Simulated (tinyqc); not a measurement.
Worked calculation: one-electron ion in a basis of Gaussians. Computed by tinyqc, a small Python program that keeps every step. Settings: Z = 3, l = 0. Command: `OMP_NUM_THREADS=1 python tinyqc.py 25625 25626 out.jsonl` (the two numbers bound the seeds that draw the settings). One thread of a shared host (Intel(R) Xeon(R) Processor @ 2.60GHz), about 0.01 s of CPU time with the checks.

## Matrices over normalised Gaussians

exponents of r^l exp(-a r^2) (1/bohr^2): 0.953000  1.257000  1.658000

Z = 3

l = 0

With p = a_i + a_j and I(k) = Gamma((k+1)/2) / (2 p^((k+1)/2)): S = I(2l+2), T = (2l+3) a_i a_j S / p, V = -Z I(2l+1), each divided by sqrt(S_ii S_jj).

S, lower triangle:
```
          1         2         3
1  1.000000
2  0.985775  1.000000
3  0.944806  0.985773  1.000000
```

T (hartree), lower triangle:
```
          1         2         3
1  1.429500
2  1.603005  1.885500
3  1.715278  2.114363  2.487000
```

V (hartree), lower triangle:
```
           1          2          3
1  -4.673452
2  -4.960782  -5.367338
3  -5.168000  -5.697346  -6.164297
```

## Generalised eigenproblem

H = T + V (hartree), lower triangle:
```
           1          2          3
1  -3.243952
2  -3.357777  -3.481838
3  -3.452722  -3.582983  -3.677297
```

Solve H C = S C e through S^(-1/2); each column has its largest component positive (the first on a tie).

eigenvalues of S: 0.000443  0.055194  2.944363

eigenvalues (hartree): -3.889439  -0.234657  3.364787

coefficients:
```
           1          2           3
1  -3.500429  -7.602130  -17.945519
2   6.772916   9.160903   36.877507
3  -4.353568  -1.784000  -19.232961
```

For Z = 3 and l = 0 the exact lowest level is -Z^2/(2 n^2) with n = l + 1: -4.500000 hartree. The basis is nearly linearly dependent, so rounded matrices do not reproduce these digits.
